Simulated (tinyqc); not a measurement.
Trap-assisted generation and recombination current of an abrupt junction. Inputs raised by 5 %, one at a time. Computed by tinyqc, a small Python program. Command: `OMP_NUM_THREADS=1 python tinyqc.py 3029244 3029245 out.jsonl junctionleak sens`. One thread of a shared host (Intel(R) Xeon(R) Processor @ 2.30GHz), about 0.04 s of CPU time with the checks.

Depletion approximation, flat quasi-Fermi levels across the depleted layer, long neutral regions with minority lifetimes tau_n and tau_p, full ionisation and Boltzmann statistics. Voltages in exponents stand for e V.

Inputs (values chosen for the exercise, with bands and screening modelled on CdTe): gap E_g = 1.57 eV; electron mass m_e = 0.0969 m_0; valleys M_c = 1; hole mass m_h = 0.634 m_0; dielectric constant eps = 10.1; acceptor density N_A = 1.2e+15 cm^-3; donor density N_D = 5.4e+17 cm^-3; capture time tau_n = 7.4e-05 s; capture time tau_p = 7.1e-09 s; trap level E_t - E_i = 0.17 eV; electron diffusion coefficient D_n = 33 cm^2/s; hole diffusion coefficient D_p = 3.9 cm^2/s; forward bias V = 0.77 V; reverse bias V_r = 2.4 V; temperature T = 250 K; tunnelling mass m_t = 0.3 m_0.

Field enhancement: Hurkx tunnelling factor.

Constants: k_B = 8.617333262e-05 eV/K; m_0 = 9.1093837015e-31 kg; k_B = 1.380649e-23 J/K; h = 6.62607015e-34 J s; e = 1.602176634e-19 C; eps_0 = 8.8541878128e-12 F/m; hbar = 1.054571817e-34 J s.

Method:
- N_c = 2 M_c (2 pi m_e k_B T/h^2)^(3/2) and N_v = 2 (2 pi m_h k_B T/h^2)^(3/2), masses in units of m_0.
- n_i = sqrt(N_c N_v) exp(-E_g/2 k_B T); V_bi = (k_B T/e) ln(N_A N_D/n_i^2); diffusion saturation current J_d0 = e n_i^2 [sqrt(D_n/tau_n)/N_A + sqrt(D_p/tau_p)/N_D].
- W = sqrt(2 eps eps_0 (V_bi - V)(1/N_A + 1/N_D)/e), x_p = W N_D/(N_A + N_D), x_n = W - x_p, peak field F_m = 2 (V_bi - V)/W; reverse bias means V = -V_r.
- Both capture times are divided by 1 + Gamma, Gamma = 2 sqrt(3 pi) (F/F_G) exp((F/F_G)^2), F_G = sqrt(24 m_t (k_B T)^3)/(e hbar) (the low-field Hurkx form), F being the local field, linear in x from 0 at the edges to F_m.
- Potential from the p edge: phi = (V_bi - V) x^2/(x_p W) on the p side and (V_bi - V)[1 - (W - x)^2/(x_n W)] on the n side; p = N_A exp(-phi/k_B T), n = n_i^2 exp(V/k_B T)/p; U = (n p - n_i^2)/[tau_p (n + n_i exp(dE/k_B T)) + tau_n (p + n_i exp(-dE/k_B T))], dE = E_t - E_i, n1 = n_i exp(dE/k_B T), p1 = n_i exp(-dE/k_B T); J_t = e int U dx by the trapezoid rule on 400 intervals on each side.
- Generation lifetime tau_g = tau_p exp(dE/k_B T) + tau_n exp(-dE/k_B T); textbook estimate e n_i W/tau_g; generation current J_g = -J_t; total = J_g + J_d0 (1 - exp(-V_r/k_B T)).
- Total J = J_t + J_d0 (exp(V/k_B T) - 1); ideality n = (e/k_B T) dV/d ln J, central difference of 1 mV.

Runs; columns: (1) input moved; (2) from; (3) to; (4) total reverse current (A/cm^2); (5) total forward current (A/cm^2); (6) ideality factor; (7) peak field F_m (V/cm):
```
(1)                               (2)        (3)         (4)         (5)     (6)    (7)
base run                            -          -  4.3303e-16  1.5790e-08  1.9442  40244
acceptor density N_A (cm^-3)  1.2e+15   1.26e+15  4.2623e-16  1.5462e-08  1.9447  41241
donor density N_D (cm^-3)     5.4e+17   5.67e+17  4.3303e-16  1.5789e-08  1.9442  40251
capture time tau_p (s)        7.1e-09  7.455e-09  4.1267e-16  1.5420e-08  1.9440  40244
trap level E_t - E_i (eV)        0.17     0.1785  2.9425e-16  1.5790e-08  1.9442  40244
reverse bias V_r (V)              2.4       2.52  4.4979e-16  1.5790e-08  1.9442  40878
temperature T (K)                 250      262.5  3.7315e-15  4.3028e-08  1.9332  40174
gap E_g (eV)                     1.57     1.6485  6.9427e-17  2.4362e-09  1.9539  40660
```

Exponents ln(y'/y) / ln(x'/x):
```
input                 total reverse current  total forward current  ideality factor  peak field F_m
acceptor density N_A                 -0.325                 -0.429            0.006           0.502
donor density N_D                     0.000                  0.000            0.000           0.004
capture time tau_p                   -0.987                 -0.486           -0.002           0.000
trap level E_t - E_i                 -7.919                  0.000            0.000           0.000
reverse bias V_r                      0.779                  0.000            0.000           0.321
temperature T                        44.144                 20.547           -0.116          -0.036
gap E_g                             -37.518                -38.305            0.102           0.211
```

Which inputs matter most for each result?

Among the inputs moved here: total reverse current answers most in size to temperature T (exponent +44.144), next to gap E_g (-37.518); its exponent is below 0.0005 for donor density N_D. total forward current answers most in size to gap E_g (exponent -38.305), next to temperature T (+20.547); its exponent is below 0.0005 for donor density N_D, trap level E_t - E_i, reverse bias V_r. Ideality factor answers most in size to temperature T (exponent -0.116), next to gap E_g (+0.102); its exponent is below 0.0005 for donor density N_D, trap level E_t - E_i, reverse bias V_r. Peak field F_m answers most in size to acceptor density N_A (exponent +0.502), next to reverse bias V_r (+0.321); its exponent is below 0.0005 for capture time tau_p, trap level E_t - E_i.

Caution (all rows): one side is doped near or above its effective density of states, so Boltzmann statistics understate V_bi. Caution (all rows): so small a current is far below what can be measured; surface leakage and other defects rule in real diodes.

Extremes, crossings and ranges named in words are read from the listed rows.
